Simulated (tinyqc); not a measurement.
Lorentz oscillators and the Kramers-Kronig relations: one step. eps1 at one grid point. Three cases, with inputs chosen for the exercise.

Problem. List the terms E_j eps2_j/(E_j^2 - E_i^2) for j - i odd, add them and form eps1.

Kramers-Kronig: eps1(E) = 1 + (2/pi) P integral_0^infinity E1 eps2(E1)/(E1^2 - E^2) dE1. Maclaurin rule on the grid E_j = j h, j = 1 .. M: eps1(E_i) = 1 + (4 h/pi) sum over j with j - i odd of E_j eps2(E_j)/(E_j^2 - E_i^2); nothing is added above E_M.

Give: terms in order of j; sum; eps1(E_i).

Case 1.

Values chosen: h = 1 eV (grid step); M = 30 (grid points E_j = j h); i = 9 (grid index at which eps1 is wanted).

eps2(E_j), j = 1 .. M: 0.008686  0.017896  0.028241  0.040521  0.055909  0.076287  0.104954  0.148377  0.221437  0.369274  0.827853  3.083892  1.481620  1.654299  1.599458  1.041370  0.612704  0.378029  0.249645  0.174776  0.128151  0.097442  0.076268  0.061108  0.049913  0.041430  0.034860  0.029676  0.025520  0.022141

Solution.

terms in order of j (1/eV): -0.0005  -0.0025  -0.0102  -0.0698  0.1944  0.5874  0.2014  0.0952  0.0280  0.0110  0.0053  0.0030  0.0018  0.0012  0.0008

sum = 1.046 1/eV
eps1(E_i) = 2.332

The oscillator formula gives 2.086 at E_i = 9 eV. The rule samples every 2h = 2 eV against a narrowest width of 0.99 eV and stops at 30 eV; coarse sampling and the missing tail make the difference.

Case 2.

Values chosen (out of a larger set: line positions loosely like those of SiC; Lorentz tails absorb below the gap, where the real solid is clear; not measured data): h = 0.8 eV (grid step); M = 30 (grid points E_j = j h); i = 6 (grid index at which eps1 is wanted).

eps2(E_j), j = 1 .. M: 0.120875  0.263763  0.463077  0.794870  1.490577  3.641531  12.371156  10.657782  24.770934  8.853268  5.889342  4.331471  2.408999  1.370094  0.856896  0.579939  0.416001  0.311556  0.241131  0.191499  0.155269  0.128059  0.107135  0.090724  0.077635  0.067042  0.058361  0.051166  0.045145  0.040061

Solution.

terms in order of j (1/eV): -0.0043  -0.0643  -0.8469  8.3267  6.1927  0.9527  0.2943  0.0850  0.0349  0.0176  0.0101  0.0062  0.0041  0.0028  0.0020

sum = 15.014 1/eV
eps1(E_i) = 16.293

The oscillator formula gives 12.786 at E_i = 4.8 eV. The rule samples every 2h = 1.6 eV against a narrowest width of 1 eV and stops at 24 eV; coarse sampling and the missing tail make the difference.

Case 3.

Values chosen: h = 0.2 eV (grid step); M = 30 (grid points E_j = j h); i = 11 (grid index at which eps1 is wanted).

eps2(E_j), j = 1 .. M: 0.068105  0.143305  0.234598  0.355794  0.531308  0.809829  1.301272  2.292296  4.651938  10.714653  15.038710  7.497239  3.387123  1.802483  1.091971  0.723273  0.510160  0.376829  0.288288  0.226708  0.182276  0.149245  0.124076  0.104494  0.088987  0.076519  0.066359  0.057983  0.051005  0.045139

Solution.

terms in order of j (1/eV): -0.0122  -0.0678  -0.2858  -1.6086  -25.5111  19.5580  1.6823  0.4286  0.1671  0.0813  0.0452  0.0276  0.0179  0.0122  0.0087

sum = -5.457 1/eV
eps1(E_i) = -0.390

The oscillator formula gives -0.907 at E_i = 2.2 eV. The rule samples every 2h = 0.4 eV against a narrowest width of 0.47 eV and stops at 6 eV; coarse sampling and the missing tail make the difference.

Computed by tinyqc, one run a case: `OMP_NUM_THREADS=1 python tinyqc.py N N+1 out.jsonl` with N = 1680970, 1680993, 1681145; one thread of a shared Intel(R) Xeon(R) Processor @ 2.30GHz, about 0.2 s a run at most.
